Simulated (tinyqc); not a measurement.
## Electron continuity equation in a given potential, Scharfetter-Gummel discretisation: current and errors against the applied potential

Steady state in one dimension: J = q mu n E + q D dn/dx with E = -dpsi/dx and D = mu Vt, dJ/dx = 0, fixed densities nL and nR at the ends. The potential is given, psi = 0 for x < L/2 and U (2 x/L - 1) beyond, and is not changed by the electrons.

9 equal intervals. Fluxes J_i = (q D/h)(n_(i+1) P_i - n_i Q_i), d_i = (psi_(i+1) - psi_i)/Vt: Scharfetter-Gummel P = B(d), Q = B(-d), B(d) = d/(exp(d) - 1); central P = 1 - d/2, Q = 1 + d/2; upwind P = 1 + max(-d, 0), Q = 1 + max(d, 0). Balance at each inner node: J_i - J_(i-1) = 0. The reference is Scharfetter-Gummel on 4000 intervals or more. Errors are those of J on the first interval against the reference at its midpoint; errors under 1e-6 % are printed as 0.

Inputs (values chosen for the exercise); mobility close to that of silicon at room temperature: temperature T = 293 K; electron mobility mu = 1360 cm^2/(V s); length of the region L = 2.5 um; density at x = 0 nL = 5.4e13 cm^-3; density at x = L nR = 4.8e14 cm^-3.

Constants: q = 1.602176634e-19 C, kB = 1.380649e-23 J/K, Vt = kB T/q. Results are converted to the units shown.

Result of one run:
```
U (V),largest |d|,reference J (A/cm^2),SG error (%),central error (%),upwind error (%),"most negative central n (cm^-3), 0 if none"
0.11,0.9681,-1.717,1.91,5.71,-29.7,0
```

What becomes of these results when the potential difference psi(L) - psi(0) U is changed from 0.11 to 1 V, all else the same?

Result of the changed run:
```
U (V),largest |d|,reference J (A/cm^2),SG error (%),central error (%),upwind error (%),"most negative central n (cm^-3), 0 if none"
1,8.801,-2.318,9.18,64.4,9.67,-2.99e14
```

The whole series:
```
U (V),largest |d|,reference J (A/cm^2),SG error (%),central error (%),upwind error (%),"most negative central n (cm^-3), 0 if none"
0.011,0.09681,6.235,0.146,0.0817,4.20,0
0.045,0.3961,0.8031,0.708,-6.01,98.7,0
0.11,0.9681,-1.717,1.91,5.71,-29.7,0
0.23,2.024,-2.140,3.86,3.58,-0.0985,0
0.34,2.992,-2.212,5.24,4.43,5.13,-9.07e13
0.5,4.401,-2.262,6.73,6.75,7.49,-1.76e14
0.68,5.985,-2.292,7.89,18.5,8.63,-2.36e14
1,8.801,-2.318,9.18,64.4,9.67,-2.99e14
```

The reference current falls from 6.23 to -2.32 A/cm^2. The largest errors in size are 9.2 % (Scharfetter-Gummel), 64 % (central) and 99 % (upwind). Central differences give negative densities for U = 0.34, 0.5, 0.68, 1 V; these rows have |d| above 2, which makes negative values possible though not certain.

tinyqc, about 0.01 s, one thread, Intel Xeon 2.30GHz (shared host): `OMP_NUM_THREADS=1 python tinyqc.py 2220023 2220024 out.jsonl`
